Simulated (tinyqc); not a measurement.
Stress in a transistor channel from embedded alloy regions, liners and fins, by half-space elasticity: one step, computed by the program tinyqc. Command: `OMP_NUM_THREADS=1 python tinyqc.py 3007809 3007810 out.jsonl stressor walk`. One thread of a shared host (Intel(R) Xeon(R) Processor @ 2.30GHz), about 0.01 s of CPU time with the checks.

Plane strain in an isotropic half-space, the same constants everywhere; x along the channel from its centre, y downwards from the free surface; stress is positive in tension.

Question. Stress at the centre of the channel. A line element dA of misfit at (a, c) in the half-space gives, with C = E e/(2 pi (1 - nu)), X = x - a, r1^2 = X^2 + (y - c)^2, r2^2 = X^2 + Y^2, Y = y + c: s_xx = -C dA {[X^2 - (y - c)^2]/r1^4 + 3 [X^2 - Y^2]/r2^4 + 4 y Y (Y^2 - 3 X^2)/r2^6}, s_yy = C dA {[X^2 - (y - c)^2]/r1^4 - [X^2 - Y^2]/r2^4 + 4 y Y (Y^2 - 3 X^2)/r2^6}. These are integrated over two rectangles, L/2 < |a| < L/2 + S, 0 < c < d (closed form in a, 200 Gauss-Legendre points in c).

Inputs (values chosen for the exercise, modelled on silicon):
```
quantity                    value  unit
Young's modulus E             163   GPa
Poisson ratio nu             0.24     -
channel length L               30    nm
length of each stressor S      20    nm
recess depth d                 30    nm
depth of the field point y    3.7    nm
```

Stressor: Si(1-x)C(x) source and drain.

misfit e = -0.009834

stress of a blanket film = 2.109134 GPa

Give: s_xx; s_yy; s_xx over the blanket-film stress.

Answer.

s_xx = 676.44 MPa

s_yy = -7.6929 MPa

s_xx over the blanket-film stress = 0.32072

The channel is stretched along its length; s_yy is 0.011 of s_xx in size and vanishes at the surface.
